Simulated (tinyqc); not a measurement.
# Front-illuminated p-i-n photodiode, quantum efficiency and bandwidth: effects of single changes

Light enters through a p layer (0 to xp), a depleted layer (xp to xp + wi) and a thick n substrate, decaying as exp(-al x); one pass, no back reflection. Carriers made in the depleted layer are all collected; those in the neutral layers diffuse.

Parameters, values chosen for the exercise; values close to those of silicon at this wavelength: wavelength lam = 532 nm; absorption coefficient al = 7800 1/cm; reflectance of the front face Rf = 0.02; relative permittivity eps_r = 11.6; thickness of the front p layer xp = 0.72 um; thickness of the depleted layer wi = 0.75 um; electron diffusion coefficient in the p layer Dn = 13 cm^2/s; electron diffusion length in the p layer Ln = 4.6 um; recombination velocity of the front surface S = 200 cm/s; hole diffusion length in the thick n substrate Lp = 1.2 um; electron drift velocity ve = 9.73e6 cm/s; hole drift velocity vh = 7.1e6 cm/s; diameter dia = 25 um; load resistance RL = 50 ohm; parasitic capacitance Cp = 20 fF.

Constants: q = 1.602176634e-19 C, h = 6.62607015e-34 J s, c = 299792458 m/s, eps0 = 8.8541878128e-14 F/cm where lengths are in cm. Results are converted to the units shown.

Each table varies one quantity; the others keep the values above.

## Efficiency and bandwidth against the thickness of the depleted layer

k = al Ln, s = S Ln/Dn, e = exp(-al xp); front layer f1 = (k/(k^2 - 1)) {[s + k - e (s cosh(xp/Ln) + sinh(xp/Ln))]/[s sinh(xp/Ln) + cosh(xp/Ln)] - k e}; depleted layer f2 = e (1 - exp(-al wi)); substrate f3 = e exp(-al wi) al Lp/(1 + al Lp); external efficiency (1 - Rf)(f1 + f2 + f3); responsivity = efficiency q lam/(h c). Drift response for pairs made in the depleted layer, a = al wi, g = 1 - exp(-a), u = 2 pi i f, te = wi/ve, th = wi/vh: electrons He = [g - a (exp(-a) - exp(-u te))/(u te - a)]/(u te g), holes Hh = [g - a (1 - exp(-a - u th))/(a + u th)]/(u th g); C = eps0 eps_r pi (dia/2)^2/wi + Cp; total |He + Hh|/sqrt(1 + (2 pi f RL C)^2), for the current of the depleted layer alone. Limits are the frequencies at which each factor falls to 1/sqrt(2); inverse-square sum (f_transit^-2 + f_RC^-2)^(-1/2); the diffusion currents f1 and f3 are left out of the bandwidth.

Efficiency and bandwidth against the thickness of the depleted layer:
columns A: wi (um); B: f2; C: f1 + f3; D: responsivity (A/W); E: transit limit (GHz); F: RC limit (GHz); G: 3 dB bandwidth (GHz); H: inverse-square sum (GHz); I: bandwidth x (1 - Rf) f2 (GHz)
```
A            B       C       D      E      F      G      H       I
0.094  0.04032  0.6820  0.3037  475.5  5.721  5.721  5.721  0.2260
0.16   0.06691  0.6691  0.3095  280.2  9.499  9.491  9.493  0.6224
0.27    0.1083  0.6491  0.3185  166.9  15.40  15.31  15.33   1.625
0.45    0.1688  0.6198  0.3316  100.9  24.11  23.22  23.45   3.842
0.75    0.2526  0.5793  0.3498  61.27  36.49  30.29  31.35   7.497
1.3     0.3634  0.5258  0.3739  36.03  54.15  28.84  30.00   10.27
2.1     0.4594  0.4793  0.3948  22.77  72.33  21.37  21.72   9.622
3.6     0.5359  0.4424  0.4114  13.51  93.61  13.32  13.37   6.994
6       0.5650  0.4283  0.4177  8.015  112.1  7.987  7.995   4.423
```

As wi goes from 0.094 to 6, the responsivity rises from 0.304 to 0.418 A/W and the bandwidth goes from 5.72 through a maximum of 30.3 (at wi = 0.75 among the rows listed) to 7.99 GHz. The RC limit is the lower one for wi = 0.094, 0.16, 0.27, 0.45, 0.75, the transit limit elsewhere. Adding inverse squares of the two limits is within 4.0 % of the full result. The product of bandwidth and fast efficiency goes from 0.226 through a maximum of 10.3 (at wi = 1.3 among the rows listed) to 4.42 GHz. In every row the diffusion currents exceed 0.3 of the drift current; their own response times, left out, may then shape the whole response.

## Efficiency and bandwidth against the absorption coefficient

Same model as above.

lam is held fixed while al varies.

The same in every row: RC limit (GHz) = 36.49.

Efficiency and bandwidth against the absorption coefficient:
columns A: al (1/cm); B: f2; C: f1 + f3; D: responsivity (A/W); E: transit limit (GHz); F: 3 dB bandwidth (GHz); G: inverse-square sum (GHz); H: bandwidth x (1 - Rf) f2 (GHz)
```
A              B         C         D      E      F      G         H
30      0.002243  0.005710  0.003344  59.35  29.99  31.09   0.06592
90      0.006684   0.01695  0.009937  59.37  30.00  31.09    0.1965
300      0.02177   0.05443   0.03205  59.42  30.01  31.10    0.6403
900      0.06118    0.1476   0.08779  59.58  30.03  31.12     1.800
3000      0.1623    0.3629    0.2208  60.12  30.11  31.20     4.791
9000      0.2568    0.6108    0.3648  61.53  30.33  31.39     7.631
30000     0.1032    0.8847    0.4154  64.53  30.81  31.77     3.115
90000   0.001532    0.9860    0.4153  62.42  30.65  31.51   0.04602
3e5    4.161e-10    0.9869    0.4150  58.20  30.06  30.92  1.226e-8
```

What does the comparison show?

As al goes from 30 to 3e5, the responsivity rises from 0.00334 to 0.415 A/W and the bandwidth goes from 30.0 through a maximum of 30.8 (at al = 30000 among the rows listed) to 30.1 GHz. The RC limit is the lower one in every row. Adding inverse squares of the two limits is within 3.6 % of the full result. In every row the diffusion currents exceed 0.3 of the drift current; their own response times, left out, may then shape the whole response.

Numbers from tinyqc (`OMP_NUM_THREADS=1 python tinyqc.py 2250110 2250111 out.jsonl`; about 0.01 s on one thread of a shared Intel Xeon 2.30GHz).
